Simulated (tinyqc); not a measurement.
# Velocity overshoot from momentum and energy balance equations after a field step, step by step

A worked calculation. Computed by tinyqc, a small Python program that keeps every step. Command: `OMP_NUM_THREADS=1 python tinyqc.py 3015616 3015617 out.jsonl overshoot walk`. One thread of a shared host (Intel(R) Xeon(R) Processor @ 2.30GHz), about 0.01 s of CPU time with the checks. Intermediate numbers are printed to about 6 digits and carried at full precision; extremes and crossings named in words are read from the listed rows.

At t = 0 the field jumps from 0 to F in a uniform sample. v is the drift velocity and u = w - (3/2) k_B T the excess energy per carrier.

Inputs (values chosen for the exercise, modelled on electrons in silicon except for tau_E):
```
quantity,value,unit
effective mass m,0.25,m_0
low-field mobility mu_0,1400,cm^2/(V s)
saturation velocity v_s,0.93,1e7 cm/s
energy relaxation time tau_E,0.28,ps
field after the step F,17,kV/cm
lattice temperature T,300,K
time step dt,7.3,fs
```

Scheme: explicit Euler.

Constants: m_0 = 9.1093837015e-31 kg; e = 1.602176634e-19 C; k_B = 8.617333262e-05 eV/K.

## Constants and steady state

dv/dt = e F/m - v/tau_m(u), du/dt = e F v - u/tau_E, tau_m(u) = tau_0/(1 + c u), tau_0 = m mu_0/e, c = mu_0/(e tau_E v_s^2); this choice gives the steady state v (1 + mu_0 F v/v_s^2) = mu_0 F, which saturates at v_s. Steady velocity v = 2 mu_0 F/(1 + sqrt(1 + 4 (mu_0 F/v_s)^2)); u = e F v tau_E; carrier temperature T + 2u/(3 k_B), neglecting the drift energy m v^2/2.

tau_0 = 198.997 fs

c = 57.8102 1/eV

acceleration e F/m = 0.0119600 1e7 cm/s per fs

steady velocity = 0.765882 1e7 cm/s

steady excess energy = 0.036456 eV

steady carrier temperature = 582.036 K

tau_E/tau_0 = 1.41, and in the steady state tau_m has shrunk to 64.0 fs.

## First four steps

dv/dt = e F/m - v/tau_m(u), du/dt = e F v - u/tau_E, tau_m(u) = tau_0/(1 + c u), tau_0 = m mu_0/e, c = mu_0/(e tau_E v_s^2); this choice gives the steady state v (1 + mu_0 F v/v_s^2) = mu_0 F, which saturates at v_s. Step: v_new = v + dt (e F/m - v/tau_m(u)), u_new = u + dt (e F v - u/tau_E). Start v = u = 0; the distance adds dt (v + v_new)/2.

Steps:
```
step,t (fs),v (1e7 cm/s),u (eV),tau_m (fs)
1,7.3,0.087308,0,198.997
2,14.6,0.171413,1.08349e-04,197.758
3,21.9,0.252393,3.18248e-04,195.402
4,29.2,0.330272,6.23170e-04,192.077
```

After the first step u is still 0, below the drift energy m v^2/2, because the explicit scheme uses the old v: an error of the finite time step.

## The whole transient

Run to 8 times the larger of tau_E and tau_0, but at most 20001 steps, and stop early if |v| > 1000 v_s or u < -1/(2c); the run is accepted if the last v is within 0.5 % of the steady value.

Selected steps, the peak among them:
```
step,t (fs),v (1e7 cm/s),u (eV),distance (nm)
1,7.30000e+00,0.08731,0,3.18674e-02
2,1.46000e+01,0.17141,1.08349e-04,1.26300e-01
3,2.19000e+01,0.25239,3.18248e-04,2.80990e-01
5,3.65000e+01,0.40503,1.01679e-03,7.62047e-01
9,6.57000e+01,0.67136,3.35566e-03,2.34585e+00
14,1.02200e+02,0.92309,7.54890e-03,5.28359e+00
21,1.53300e+02,1.11211,1.44913e-02,1.05618e+01
26,1.89800e+02,1.14368,1.93592e-02,1.46998e+01
33,2.40900e+02,1.09674,2.51634e-02,2.04550e+01
52,3.79600e+02,0.88107,3.36148e-02,3.40775e+01
81,5.91300e+02,0.77774,3.62177e-02,5.12848e+01
127,9.27100e+02,0.76603,3.64557e-02,7.71002e+01
197,1.43810e+03,0.76588,3.64561e-02,1.16237e+02
307,2.24110e+03,0.76588,3.64560e-02,1.77738e+02
```

peak velocity = 1.14368 1e7 cm/s

time of the peak = 189.8 fs

distance at the peak = 14.6998 nm

last relative deviation from the steady velocity = 1.92138e-09

peak over steady velocity = 1.49329

The velocity overshoots to 1.49 times its steady value: momentum follows the field within tau_m while the energy, and with it the scattering rate, builds up over tau_E. A channel shorter than a few times 15 nm would see this.

## Error of the time step

The peak velocity is recomputed with dt/2 and dt/4 and by an adaptive Runge-Kutta method (tolerance 1e-9).

Peak velocity:
```
step,v_peak (1e7 cm/s),error (%)
dt,1.14368,2.05375
dt/2,1.13188,1.00035
dt/4,1.12618,0.49241
adaptive,1.12067,0.00000
```

The explicit scheme puts the peak 2.05 % too high; halving dt divides the error by 2.05, as a first-order method should.

Checks made by the program: peak at dt/4 against the adaptive solution (relative difference 5e-03).
